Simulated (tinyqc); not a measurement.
Stark shift: stepped quantum well by finite differences.

Finite differences on points z_i at the centres of cells of width h: H_ii = (c/h^2)(1/m_(i-1/2) + 1/m_(i+1/2)) + V_i, H_(i,i+1) = -(c/h^2)/m_(i+1/2), where m_(i+1/2) is the mean of the masses at the two points (the end values are repeated outwards), psi = 0 on the points beyond both ends, c = hbar^2/2m0. The field adds e F (z - z0) with z0 the middle of the structure; 1 kV/cm = 1e-5 eV/angstrom.

Constants: hbar^2/2m0 = 3.80998211 eV angstrom^2.

Parameters, chosen for this exercise (out of a larger set: near those of a GaAs well in AlGaAs; not measured data): layers = ((108, 0.138, 0.0811), (54, 0, 0.068), (135, 0.081, 0.0757), (108, 0.138, 0.0811)) (each layer: thickness in angstrom, band edge in eV, mass in m0); hf = 1.6875 angstrom (cell width of the fine grid); Fs = (0, 3.33, 6.67, 10, 13.3, 16.7, 20) kV/cm (fields).

Fine grid. Perturbation theory: dE1 = e F z_11 - beta (e F)^2 with beta = sum_j z_1j^2/(E_j - E_1) over the 13 next levels at zero field, z from z0.

Levels against field:
```
F (kV/cm)  E1 (eV)  E2 (eV)  dE1 (meV)  second order (meV)  <z - z0> (angstrom)  E2 - E1 (meV)
0           0.0475   0.0981       0.00                0.00                -60.1           50.5
3.33        0.0455   0.0991      -2.01               -2.01                -60.7           53.6
6.67        0.0435   0.1001      -4.05               -4.05                -61.4           56.6
10.0        0.0414   0.1010      -6.11               -6.11                -62.0           59.5
13.3        0.0394   0.1017      -8.16               -8.17                -62.5           62.3
16.7        0.0372   0.1023     -10.30              -10.32                -63.1           65.1
20.0        0.0351   0.1028     -12.39              -12.43                -63.6           67.6
```

z_11 = -60.07 angstrom
beta = 1.046e+04 angstrom^2/eV

What can be read from this table?

The state sits -60.1 angstrom off the middle at zero field, so the shift starts linearly in F. At 20 kV/cm E1 has moved by -12.39 meV, where second order gives -12.43 meV; they differ by 0.4 % there. The electron moves by -3.5 angstrom, against the rise of the potential. From 20 kV/cm on E2 lies above the lowest point of the outer barrier, so it is a resonance or a state of the finite grid, held or pushed up by its ends. E2 - E1 grows with the field; the ends are 50.5 and 67.6 meV.

Computed by tinyqc, a small Python program: `OMP_NUM_THREADS=1 python tinyqc.py 1282474 1282475 out.jsonl` (the numbers bound the seed that draws the inputs); one thread of a shared host (Intel(R) Xeon(R) Processor @ 2.30GHz), about 0.02 s for the whole set of steps.
